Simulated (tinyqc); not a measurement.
Inside a calculation. Method: G0W0 on RHF in the sto-3g basis, for H2, spin multiplicity 1. One step of it, computed by the program tinyqc.

Task: Integrals over molecular orbitals. (pq|rs) = sum C_ip C_jq C_kr C_ls (ij|kl), one index at a time.

coefficients C:
```
,MO1,MO2
1H 1s,0.591466,0.935975
2H 1s,0.591466,-0.935975
```

core Hamiltonian H = T + V (hartree):
```
,1H 1s,2H 1s
1H 1s,-0.930389,-0.577181
2H 1s,-0.577181,-0.930389
```

Two-electron integrals (ij|kl) in chemists' order, unique and non-zero (hartree):
```
i,j,k,l,(ij|kl)
1,1,1,1,0.774606
2,1,1,1,0.257810
2,1,2,1,0.114525
2,2,1,1,0.441030
2,2,2,1,0.257810
2,2,2,2,0.774606
```

Give: one-electron integrals over orbitals h = C^T H C; Two-electron integrals over orbitals.

Result:

one-electron integrals over orbitals h = C^T H C (hartree):
```
,1,2
1,-1.0548,0.0000
2,0.0000,-0.6189
```

Two-electron integrals over orbitals (pq|rs), unique and non-zero (hartree):
```
p,q,r,s,(pq|rs)
1,1,1,1,0.6060
2,1,2,1,0.2045
2,2,1,1,0.6047
2,2,2,2,0.6346
```
